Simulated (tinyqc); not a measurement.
Inside a calculation. Model: minority carriers and saturation current of a heavily doped emitter.

Program tinyqc, `OMP_NUM_THREADS=1 python tinyqc.py 2330033 2330034 out.jsonl`; Intel Xeon 2.30GHz, shared host, one thread, about 0.01 s. Printed values are rounded.

n-type, parabolic bands, full ionisation. eta = (EF - Ec)/kB T solves N = Nc F12(eta), F12(x) = (2/sqrt(pi)) int_0^infinity sqrt(u)/(1 + exp(u - x)) du. The gap shrinks rigidly by dEg = a3 y^(1/3) + a4 y^(1/4) + a2 y^(1/2), y = N/1e18 cm^-3, an empirical law that is here taken as the true narrowing.

Parameters, values chosen for the exercise; band and dielectric values close to those of silicon:
- T = 350 K (temperature)
- Eg = 1.11 eV (band gap)
- Nc = 3.5e19 cm^-3 (conduction-band density of states at 350 K)
- Nv = 3.38e19 cm^-3 (valence-band density of states at 350 K)
- N = 7.4e18 cm^-3 (ionised donor density)
- a3 = 8.2 meV (coefficient of (N/1e18)^(1/3))
- a4 = 11.7 meV (coefficient of (N/1e18)^(1/4))
- a2 = 3.8 meV (coefficient of (N/1e18)^(1/2))
- mup = 210 cm^2/(V s) (minority-hole mobility)
- Cn = 3.5e-31 cm^6/s (Auger coefficient)
- ts = 0.12 us (defect lifetime)
- W = 91 nm (emitter width)
- S = 9100 cm/s (recombination velocity at the contact)

Constants: q = 1.602176634e-19 C, kB = 1.380649e-23 J/K, Vt = kB T/q. Results are converted to the units shown.

Range of the model: Band tails, non-parabolic bands and incomplete ionisation are left out.

## Iteration 1: Fermi level

eta at the start (Boltzmann value) = -1.5539

Newton step on ln F12(eta) = ln(N/Nc): eta(new) = eta - ln(Nc F12/N) F12/Fm, Fm(x) = dF12/dx = (1/sqrt(pi)) int_0^infinity u^(-1/2)/(1 + exp(u - x)) du.

F12 = 0.197220
Fm = 0.184430
eta after iteration 1 = -1.47951

## Course of the iteration

Stop when eta changes by less than 1e-9.

Course of the iteration:

| iteration | eta | change |
|---|---|---|
| 1 | -1.47951 | 0.0744 |
| 2 | -1.47934 | 1.71e-4 |
| 3 | -1.47934 | 9.33e-10 |

Converged in 3 iterations.

## Effective intrinsic density

converged eta = -1.47934

ni = sqrt(Nc Nv) exp(-Eg/(2 Vt)), Eg in volts; degeneracy factor g = F12(eta) exp(-eta); nie^2 = ni^2 exp(dEg/kB T) g, p0 = nie^2/N; apparent narrowing dEg + kB T ln g.

ni = 3.50626e11 cm^-3
dEg = 45.6136 meV
g = 0.928178
apparent narrowing = 43.3657 meV
nie = 7.19554e11 cm^-3
p0 = 69967.2 cm^-3

Narrowing multiplies p0 by 4.54 and degeneracy by 0.928.

## Saturation current

1/tau = Cn N^2 + 1/ts, D = mup Vt, L = sqrt(D tau); J0 = (q p0 D/L)(s + tanh(W/L))/(1 + s tanh(W/L)), s = S L/D; the share recombining inside is 1 - 1/[cosh(W/L)(1 + tanh(W/L)/s)].

tau = 36.3645 ns
L = 4799.20 nm
s = 0.689525
J0 = 1.03463e5 fA/cm^2
share recombining inside = 2.69352 %

The emitter is transparent: most holes reach the contact.
